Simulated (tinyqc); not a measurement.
Worked calculation: tight binding, kagome lattice. One step of it, computed by the program tinyqc.

Task: Bloch Hamiltonian at k. H_AB = -t1 - t2 exp(-i k.a1), H_AC = -t1 - t2 exp(-i k.a2), H_BC = -t1 - t2 exp(i k.(a1 - a2)), H_CC = delta.

Parameters chosen for this model:
```
parameter     value                unit
t1         1.960000    eV, up triangles
t2         1.960000  eV, down triangles
delta             0        eV on site C
```

k point k (fractions of the reciprocal vectors): [-0.240000, 0.230000]

Give: H(k) at k.

Result:

H(k) at k (eV), order A, B, C:
$$\begin{pmatrix}
0.000 & -2.083-1.956i & -2.206+1.945i \\
-2.083+1.956i & 0.000 & -0.035+0.367i \\
-2.206-1.945i & -0.035-0.367i & 0.000
\end{pmatrix}$$
